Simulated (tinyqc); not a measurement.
Mobility of a non-polar semiconductor in the relaxation-time approximation: one step, computed by the program tinyqc.

Each valley is treated as a sphere of mass m_d for states and rates, with one isotropic relaxation time; the conductivity mass m_c sets the current.

Question. Rates at a few energies. Parabolic band: E = hbar^2 k^2/(2 m), speed v = hbar k/m, states per spin, volume and energy g(E) = m k/(2 pi^2 hbar^2). Here m = m_d. Masses are multiplied by m_0 and all formulas are in SI units. Phonon occupation N_q = 1/(exp(hbar w/(k_B T)) - 1). Acoustic deformation potential (elastic, equipartition, absorption and emission together): 1/tau = 2 pi k_B T D_A^2 g(E)/(hbar rho v_l^2). Optical or intervalley deformation potential: 1/tau = (pi Z_f D_o^2/(rho w)) [N_q g(E + hbar w) + (N_q + 1) g(E - hbar w)], with g = 0 below the band edge. Each optical term is multiplied by (1 - f(E'))/(1 - f(E)), E' the final energy, for Pauli blocking. Singly charged impurities, momentum relaxation: 1/tau = N_I e^4 m (1 + 2 alpha E) Phi/(8 pi (eps_s eps_0)^2 hbar^3 k^3), with alpha = 0 for a parabolic band. Brooks-Herring: Phi = ln(1 + b) - b/(1 + b), b = 4 k^2 L_s^2. Neutral impurities (Erginsoy): 1/tau = 20 N_n a_B hbar/m, a_B = 4 pi eps_s eps_0 hbar^2/(m e^2).

Inputs (values chosen for the exercise, modelled on electrons in diamond):
```
quantity,value,unit
static permittivity eps_s,5.7,-
density rho,3515,kg/m^3
sound velocity v_l,17700,m/s
acoustic deformation potential D_A,8.3,eV
phonon energy hbar w,145,meV
optical or intervalley deformation potential D_o,7.1,1e8 eV/cm
final valleys Z_f,5,-
temperature T,150,K
neutral impurity density N_n,8.7e+17,1/cm^3
```

Band: parabolic. Impurity formula: Brooks-Herring. Further scattering: neutral impurities.

reduced Fermi level eta = -9.874155

density-of-states mass m_d = 0.4794846 m_0

ionised impurity density N_I = 3.529024e+15 1/cm^3

screening length L_s = 66.89165 nm

Constants: k_B = 8.617333262e-05 eV/K; k_B = 1.380649e-23 J/K; e = 1.602176634e-19 C; hbar = 1.054571817e-34 J s; m_0 = 9.1093837015e-31 kg; hbar = 6.582119569e-16 eV s; eps_0 = 8.8541878128e-12 F/m.

Give: Rates (1e12/s) at E = (max(eta, 0) + 0.5, 1, 2, 4) k_B T.

Answer.

Rates (1e12/s) at E = (max(eta, 0) + 0.5, 1, 2, 4) k_B T:
```
E (meV),acoustic,optical,ionised impurity,neutral impurity
6.46,0.1124,9.688e-05,3.665,2.643
12.93,0.1590,9.892e-05,1.439,2.643
25.85,0.2249,1.029e-04,0.559,2.643
51.70,0.3180,1.104e-04,0.216,2.643
```
